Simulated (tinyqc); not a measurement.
# Worked calculation: double-gate transistor below threshold, two-dimensional Poisson equation on a small mesh

tinyqc, about 0.1 s, one thread, Intel Xeon 2.30GHz (shared host): `OMP_NUM_THREADS=1 python tinyqc.py 2480063 2480064 out.jsonl` Printed values are rounded.

Half of a symmetric double-gate structure: row 0 is the mid-plane of the body, where the normal field vanishes. Mobile charge is neglected (subthreshold), the body is fully depleted, and potentials are counted from the intrinsic level; rows run upward to the gate, columns from source to drain.

Inputs (values chosen for the exercise); semiconductor permittivity close to that of gallium nitride:
- T = 300 K (temperature)
- eps_r = 9.36 (relative permittivity of the semiconductor)
- eox = 7.5 (relative permittivity of the insulator)
- tb = 5 nm (half the body thickness)
- tox = 3.7 nm (insulator thickness)
- L = 28 nm (channel length)
- Na = 0 cm^-3 (acceptor density of the depleted body)
- Vbi = 0.51 V (potential of the source)
- Vfb = -0.04 V (gate offset)
- Vg = 0 V (gate voltage)
- Vd = 0.7 V (drain voltage)

Constants: q = 1.602176634e-19 C, kB = 1.380649e-23 J/K, Vt = kB T/q, eps0 = 8.8541878128e-14 F/cm where lengths are in cm. Results are converted to the units shown.

## Coefficients of the five-point equations

Mesh: rows i = 0..3 in the semiconductor (step hs = tb/3, row 3 on the interface), then 2 step(s) ho = tox/2 up to the gate row 5; columns j = 0..7 (step hy = L/7). Box integration, divided by eps0: up_i = eps hy/h of the interval above row i, dn_i = that of the interval below (0 for row 0), lat_i = (sum of eps h/2 over the intervals above and below)/hy, s_i = -q Na w_i hy/eps0 with w_i the semiconductor height of the box (hs/2 for row 0 and the interface row, hs between, 0 in the insulator). Each free node obeys (up + dn + 2 lat) psi = up psi(above) + dn psi(below) + lat [psi(left) + psi(right)] + s.

```
row       up       dn      lat  s (V)
0    22.4640        0     1.95      0
1    22.4640  22.4640      3.9      0
2    22.4640  22.4640      3.9      0
3    16.2162  22.4640  3.68438      0
4    16.2162  16.2162  3.46875      0
```

## Iteration 1: over-relaxation sweep (omega = 1.5)

psi at the start (fixed values on the edges, free nodes linear between source and drain columns) (V):
```
           j=0      j=1      j=2      j=3      j=4      j=5      j=6      j=7
row 0  0.51000  0.61000  0.71000  0.81000  0.91000  1.01000  1.11000  1.21000
row 1  0.51000  0.61000  0.71000  0.81000  0.91000  1.01000  1.11000  1.21000
row 2  0.51000  0.61000  0.71000  0.81000  0.91000  1.01000  1.11000  1.21000
row 3  0.51000  0.61000  0.71000  0.81000  0.91000  1.01000  1.11000  1.21000
row 4  0.27500  0.32500  0.37500  0.42500  0.47500  0.52500  0.57500  0.62500
row 5  0.04000  0.04000  0.04000  0.04000  0.04000  0.04000  0.04000  0.04000
```

Free nodes: rows 0..4, columns 1..6, taken row by row from row 0, left to right. t = (up psi(above) + dn psi(below) + lat [psi(left) + psi(right)] + s)/(up + dn + 2 lat), with the newest neighbours; psi(new) = psi + 1.5 (t - psi).

psi after iteration 1 (V):
```
           j=0      j=1      j=2      j=3      j=4      j=5      j=6      j=7
row 0  0.51000  0.61000  0.71000  0.81000  0.91000  1.01000  1.11000  1.21000
row 1  0.51000  0.61000  0.71000  0.81000  0.91000  1.01000  1.11000  1.21000
row 2  0.51000  0.61000  0.71000  0.81000  0.91000  1.01000  1.11000  1.21000
row 3  0.51000  0.45946  0.51498  0.58323  0.65300  0.72297  0.79295  1.21000
row 4  0.27500  0.23199  0.24221  0.26734  0.29538  0.32392  0.35254  0.62500
row 5  0.04000  0.04000  0.04000  0.04000  0.04000  0.04000  0.04000  0.04000
```

## Iteration 2: over-relaxation sweep (omega = 1.5)

As before.

psi after iteration 2 (V):
```
           j=0      j=1      j=2      j=3      j=4      j=5      j=6      j=7
row 0  0.51000  0.61000  0.71000  0.81000  0.91000  1.01000  1.11000  1.21000
row 1  0.51000  0.61000  0.71000  0.81000  0.91000  1.01000  1.11000  1.21000
row 2  0.51000  0.51379  0.57470  0.65007  0.72802  0.80638  0.88480  1.21000
row 3  0.51000  0.39179  0.40800  0.45262  0.50334  0.55526  0.64905  1.21000
row 4  0.27500  0.21914  0.21998  0.23880  0.26238  0.28708  0.36999  0.62500
row 5  0.04000  0.04000  0.04000  0.04000  0.04000  0.04000  0.04000  0.04000
```

## Course of the iteration: over-relaxation sweep (omega = 1.5)

Stop when the largest change of psi is below 1e-7 V, or after 400 iterations. Fixed values: gate row Vg - Vfb; column 0 at Vbi and the last column at Vbi + Vd in the semiconductor, each running linearly to Vg - Vfb across the insulator.

Course of the iteration:
```
iteration  psi at row 0, j = 3 (V)  largest |change| of one entry (V)
1                             0.81                              0.317
2                             0.81                              0.225
3                             0.81                              0.160
4                         0.651947                              0.227
5                         0.523588                              0.171
6                         0.442992                             0.0969
7                         0.376690                             0.0748
8                         0.323021                             0.0537
9                         0.284896                             0.0381
...                            ...                                ...
32                        0.210567                            2.20e-6
33                        0.210565                            1.44e-6
34                        0.210565                            9.38e-7
35                        0.210564                            6.14e-7
36                        0.210564                            4.01e-7
37                        0.210563                            2.62e-7
38                        0.210563                            1.71e-7
39                        0.210563                            1.12e-7
40                        0.210563                            7.33e-8
```

Converged in 40 iterations. At the end each change is about 0.65 times the one before: linear convergence.

## Barrier, swing and barrier lowering

converged psi (V):
```
           j=0      j=1      j=2      j=3      j=4      j=5      j=6      j=7
row 0  0.51000  0.32854  0.23078  0.21056  0.26504  0.41703  0.71828  1.21000
row 1  0.51000  0.32127  0.22405  0.20408  0.25657  0.40407  0.70175  1.21000
row 2  0.51000  0.29812  0.20391  0.18501  0.23161  0.36504  0.64866  1.21000
row 3  0.51000  0.25454  0.17070  0.15458  0.19158  0.29993  0.54736  1.21000
row 4  0.27500  0.15518  0.10930  0.10034  0.11992  0.17813  0.31269  0.62500
row 5  0.04000  0.04000  0.04000  0.04000  0.04000  0.04000  0.04000  0.04000
```

d psi/dVg on row 0: j=0 0.000000, j=1 0.410473, j=2 0.653775, j=3 0.758780, j=4 0.758780, j=5 0.653775, j=6 0.410473, j=7 0.000000
d psi/dVd on row 0: j=0 0.00000, j=1 0.01638, j=2 0.04008, j=3 0.08170, j=4 0.15952, j=5 0.30614, j=6 0.57315, j=7 1.00000

The barrier is read along row 0, the path farthest from the gate. Take the node j of lowest psi: barrier Vbi - psi_j; swing Vt ln 10/(d psi_j/dVg); DIBL = (d psi_j/dVd)/(d psi_j/dVg). The derivatives solve the same equations with s = 0 and a unit change of that voltage.

j = 3
barrier = 0.299437 V
swing = 78.4501 mV/decade
DIBL = 107.672 mV/V

A mesh of 12, 8 and 80 steps (semiconductor, insulator, channel) gives a barrier of 0.310 V, a swing of 78.4 mV a decade and a DIBL of 88.1 mV/V; the small mesh puts the barrier 3.4 % below that.
